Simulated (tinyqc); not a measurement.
MOSFET in the linear regime without short-channel effects, parameter extraction from computed curves: one step of the calculation.

Inversion charge Q = Cox n Vt W0(exp((Vg - VT)/(n Vt))), W0 the Lambert function and n = nf; u = Q/Cox; mobility mu = mu0/(1 + th1 u + th2 u^2); channel resistance Rch = (L - dL)/(W mu Q); Id = Vd/(Rch + Rsd/W). Cox = eps0 eox/tox. Small Vd, no channel-length or drain effects.

Task. Threshold and mobility at the peak transconductance. gm_i = (Id_(i+1) - Id_(i-1))/(Vg_(i+1) - Vg_(i-1)); at the point j of largest gm the tangent meets the axis at V_ext = Vg_j - Id_j/gm_j; field-effect mobility gm_j L/(W Cox Vd) with the drawn L.

Values chosen for this exercise; channel values of the order met in silicon transistors:
```
symbol,value,unit,meaning
eox,7.68,,relative permittivity of the gate insulator (close to silicon nitride)
tox,7.9,nm,insulator thickness
mu0,450,cm^2/(V s),low-field mobility
VT,0.51,V,threshold voltage
W,10,um,gate width
L,0.3,um,drawn gate length
dL,0.006,um,drawn less effective length
Vd,0.01,V,drain voltage
```

Constants: eps0 = 8.8541878128e-14 F/cm where lengths are in cm. Results are converted to the units shown.

```
point  Vg (V)      Id (uA)
0        0.21  0.010817136
1        0.36   0.24903675
2        0.51    3.4469010
3        0.66    13.198589
4        0.81    24.700308
5        0.96    35.174001
6        1.11    44.106346
7        1.26    51.560482
8        1.41    57.726999
9        1.56    62.806357
10       1.71    66.977582
11       1.86    70.392260
```

Wanted: gm; j; V_ext; field-effect mobility.

Result.

gm, point 1 to 10 (uS): 11.454  43.165  70.845  73.251  64.687  54.622  45.402  37.486  30.835  25.286
j = 4
V_ext = 0.47280 V
field-effect mobility = 255.30 cm^2/(V s)

V_ext is 37 mV below the model VT, and the mobility so found is 44 % below mu0 L/(L - dL) = 459 cm^2/(V s), the value for the drawn L; attenuation, series resistance and the slow approach of Q to a straight line all lower the peak gm.

Computed by the program tinyqc: `OMP_NUM_THREADS=1 python tinyqc.py 2210075 2210076 out.jsonl`, one thread of a shared Intel Xeon 2.30GHz, about 0.01 s for the whole run.
